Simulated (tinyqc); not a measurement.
# Threshold of a short bulk MOSFET: charge sharing, barrier lowering, narrow width: two studies

n-channel device on a p-type body, depletion approximation, full ionisation. Uniform doping N = Na. Vbi from Boltzmann statistics is rough for the degenerate source. Cox = eps0 eox/tox.

Parameters, values chosen for the exercise; band and dielectric values close to those of silicon:
- T = 350 K (temperature)
- Eg = 1.1 eV (band gap)
- eps_r = 11.7 (relative permittivity)
- Nc = 3.55e19 cm^-3 (conduction-band density of states at T)
- Nv = 3.39e19 cm^-3 (valence-band density of states at T)
- eox = 3.9 (relative permittivity of the gate insulator (close to silicon dioxide))
- tox = 6 nm (insulator thickness)
- Na = 4.5e17 cm^-3 (channel doping)
- Nsd = 1e20 cm^-3 (source and drain doping)
- Vfb = -0.89 V (flat-band voltage for the doping Na)
- xj = 27 nm (junction depth)
- Vbs = -0.5 V (body-source voltage)
- Vds = 0.5 V (drain-source voltage)
- W = 800 nm (gate width)
- xw = 1.5708 (shape factor of the fringing depletion at the width edges)
- L = 210 nm (channel length)

Constants: q = 1.602176634e-19 C, kB = 1.380649e-23 J/K, Vt = kB T/q, eps0 = 8.8541878128e-14 F/cm where lengths are in cm. Results are converted to the units shown.

Each table varies one quantity; the others keep the values above.

## Threshold roll-off against channel length

ni = sqrt(Nc Nv) exp(-Eg/(2 Vt)), Eg in volts; 2 pB = 2 Vt ln(N/ni); flat band Vfb - Vt ln(N/Na); Wd = sqrt(2 eps0 eps_r (2 pB - Vbs)/(q N)); body term q N Wd/Cox; long-channel VT0 = flat band + 2 pB + body term; Vbi = Vt ln(N Nsd/ni^2); scale length l = sqrt((eps_r/eox) tox Wd). Charge sharing (trapezoid; it ignores Vds): F = (xj/L)(sqrt(1 + 2 Wd/xj) - 1), lowering = body term times F. Barrier lowering: th = exp(-L/(2 l)) + 2 exp(-L/l), lowering = th [2 (Vbi - 2 pB) + Vds], DIBL = th. Narrow width: rise = body term times xw Wd/W. VT by each model = VT0 - lowering + rise. DIBL under 0.001 mV/V is printed as 0.

The same in every row: N (cm^-3) = 4.5000e17; VT0 (V) = 0.72468.

Threshold roll-off against channel length:
```
L (nm)     L/l         F  DIBL (mV/V)  VT, charge sharing (V)  VT, barrier lowering (V)
110     3.2926   0.33504       267.08                 0.55900                   0.59866
150     4.4899   0.24569       128.38                 0.62840                   0.71322
220     6.5852   0.16752       39.918                 0.68913                   0.78628
320     9.5785   0.11517       8.4571                 0.72979                   0.81226
460     13.769  0.080117       1.0256                 0.75702                   0.81840
670     20.055  0.055006     0.044173                 0.77652                   0.81921
960     28.735  0.038389            0                 0.78943                   0.81925
1400    41.906  0.026324            0                 0.79880                   0.81925
2000    59.866  0.018427            0                 0.80494                   0.81925
```

VT by barrier lowering rises from 0.599 to 0.819 V and VT by charge sharing rises from 0.559 to 0.805 V. DIBL is under 100 mV/V from L = 220 nm on among the rows (th = 0.1 at L/l = 4.92). For L = 110 DIBL exceeds 250 mV/V, where the barrier formula is rough.

## Effect of the junction depth

Same model as above.

The same in every row: N (cm^-3) = 4.5000e17; VT0 (V) = 0.72468; L/l = 6.2859; DIBL (mV/V) = 46.880; VT, barrier lowering (V) = 0.78053.

Result of one run:
```
xj (nm)        F  VT, charge sharing (V)
8.5      0.11934                 0.72655
```

What becomes of these results when the junction depth xj is changed from 8.5 to 120 nm, all else the same?

Result of the changed run:
```
xj (nm)        F  VT, charge sharing (V)
120      0.24342                 0.63017
```

The whole series:
```
xj (nm)         F  VT, charge sharing (V)
5        0.097133                 0.74380
8.5       0.11934                 0.72655
14        0.14265                 0.70844
24        0.16953                 0.68756
41        0.19644                 0.66666
70        0.22160                 0.64711
120       0.24342                 0.63017
200       0.25982                 0.61742
```

As xj goes from 5 to 200, VT0 stays at 0.725 V, DIBL stays at 46.9 mV/V, F rises from 0.0971 to 0.260 and VT by barrier lowering stays at 0.781 V. The junction depth enters only the charge-sharing model.

tinyqc, about 0.01 s, one thread, Intel Xeon 2.30GHz (shared host): `OMP_NUM_THREADS=1 python tinyqc.py 2002112 2002113 out.jsonl`
